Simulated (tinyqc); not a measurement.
p-n heterojunction, non-linear Poisson equation by Newton steps, Boltzmann statistics: two steps of the calculation.

One dimension, material 1 (p-type) at x < 0 and material 2 (n-type) at x > 0. Band edges: Ec = -psi in material 1 and -psi + dEc in material 2, Ev = Ec - Eg. Flat quasi-Fermi levels: 0 for holes, +V for electrons. n = Nc F((EFn - Ec)/Vt), p = Nv F((Ev - EFp)/Vt), with F(eta) = exp(eta) (Boltzmann statistics); full ionisation, no interface charge, classical densities; the doping types are chosen for the exercise.

Inputs (values chosen for the exercise); band and dielectric values those of a made-up pair:
- T = 350 K (temperature)
- Eg1 = 1.08 eV (band gap of material 1)
- Nc1 = 2.39e19 cm^-3 (conduction-band density of states of material 1)
- Nv1 = 1.36e19 cm^-3 (valence-band density of states of material 1)
- Eg2 = 1.04 eV (band gap of material 2)
- Nc2 = 3.68e19 cm^-3 (conduction-band density of states of material 2)
- Nv2 = 3.53e19 cm^-3 (valence-band density of states of material 2)
- dEc = 0.03 eV (conduction-band offset Ec2 - Ec1)
- N1 = 2.1e16 cm^-3 (acceptor density of material 1)
- N2 = 7.6e15 cm^-3 (donor density of material 2)
- V = -1.5 V (bias of side 1 against side 2)

Constants: q = 1.602176634e-19 C, kB = 1.380649e-23 J/K, Vt = kB T/q. Results are converted to the units shown.

Task 1. Offsets and end potentials. dEv = Ev1 - Ev2 = Eg2 - Eg1 - dEc. Neutrality of the majority carriers far from the junction: Nv1 F((-psi_L - Eg1)/Vt) = N1 and Nc2 F((V + psi_R - dEc)/Vt) = N2. Total bending psi_R - psi_L.

Wanted: dEv; psi_L; psi_R; psi_R - psi_L.

Result 1.

dEv = -0.07000 eV
psi_L = -0.8848 V
psi_R = 1.274 V
psi_R - psi_L = 2.159 V

The alignment is staggered (type II): dEc and dEv have opposite signs.

Task 2. Band edges, densities and displacement. Ec, Ev, n and p as defined; D = a_k (psi_(k+1) - psi_k) on the interval that holds the interface.

| node | x (nm) | converged psi (V) | material |
|---|---|---|---|
| 0 | -495 | -0.8847609 | 1 |
| 1 | -380 | -0.8846712 | 1 |
| 2 | -282 | -0.8835715 | 1 |
| 3 | -199 | -0.8730424 | 1 |
| 4 | -130 | -0.8085018 | 1 |
| 5 | -70.7 | -0.6373635 | 1 |
| 6 | -21 | -0.4044523 | 1 |
| 7 | 21 | -0.1451172 | 2 |
| 8 | 88.9 | 0.2280923 | 2 |
| 9 | 199 | 0.7170823 | 2 |
| 10 | 376 | 1.2019701 | 2 |
| 11 | 662 | 1.2723781 | 2 |
| 12 | 1120 | 1.2740836 | 2 |

| interval | coupling a_i (F/cm^2) |
|---|---|
| 0 | 8.8541878e-8 |
| 1 | 1.0390118e-7 |
| 2 | 1.2267851e-7 |
| 3 | 1.4756980e-7 |
| 4 | 1.7170853e-7 |
| 5 | 2.0487557e-7 |
| 6 | 2.4348560e-7 |
| 7 | 1.5126448e-7 |
| 8 | 9.3286629e-8 |
| 9 | 5.8027446e-8 |
| 10 | 3.5912090e-8 |
| 11 | 2.2425454e-8 |

Give: Ec; Ev; n; p; D.

Result 2.

| node | Ec (eV) | Ev (eV) | n (cm^-3) | p (cm^-3) |
|---|---|---|---|---|
| 0 | 0.885 | -0.195 | 1.095e-15 | 2.100e16 |
| 1 | 0.885 | -0.195 | 1.098e-15 | 2.094e16 |
| 2 | 0.884 | -0.196 | 1.139e-15 | 2.019e16 |
| 3 | 0.873 | -0.207 | 1.615e-15 | 1.424e16 |
| 4 | 0.809 | -0.271 | 1.372e-14 | 1.675e15 |
| 5 | 0.637 | -0.443 | 3.997e-12 | 5.752e12 |
| 6 | 0.404 | -0.676 | 9.026e-9 | 2.547e9 |
| 7 | 0.175 | -0.865 | 2.788e-5 | 1.242e7 |
| 8 | -0.198 | -1.238 | 6.595 | 52.48 |
| 9 | -0.687 | -1.727 | 7.250e7 | 4.774e-6 |
| 10 | -1.172 | -2.212 | 6.957e14 | 4.975e-13 |
| 11 | -1.242 | -2.282 | 7.182e15 | 4.819e-14 |
| 12 | -1.244 | -2.284 | 7.600e15 | 4.554e-14 |

D = 63.14 nC/cm^2

Computed by the program tinyqc: `OMP_NUM_THREADS=1 python tinyqc.py 2040091 2040092 out.jsonl`, one thread of a shared Intel Xeon 2.30GHz, about 0.04 s for the whole run.
